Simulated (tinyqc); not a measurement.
# Interface states from two metals

Problem. Schottky barriers follow phi = S (pM - chi) + (1 - S) E0, S = 1/(1 + q Ds dl/(eps0 ei)). Find S, E0 and Ds.

Inputs (values chosen for the exercise); material values close to those of gallium arsenide: electron affinity chi = 4.09 eV; thickness of the interface layer dl = 0.52 nm; its relative permittivity ei = 1.8.

Constants: q = 1.602176634e-19 C, eps0 = 8.8541878128e-14 F/cm where lengths are in cm. Results are converted to the units shown.

phi for pM = 4.34 and 5.06 eV (eV): 0.78667316  1.0048489

Answer. The slope is S, and either point then gives E0.

S = 0.3030
E0 = 1.020 eV
Ds = 4.400e13 cm^-2 eV^-1

Numbers from tinyqc (`OMP_NUM_THREADS=1 python tinyqc.py 2430046 2430047 out.jsonl`; about 0.01 s on one thread of a shared Intel Xeon 2.30GHz).
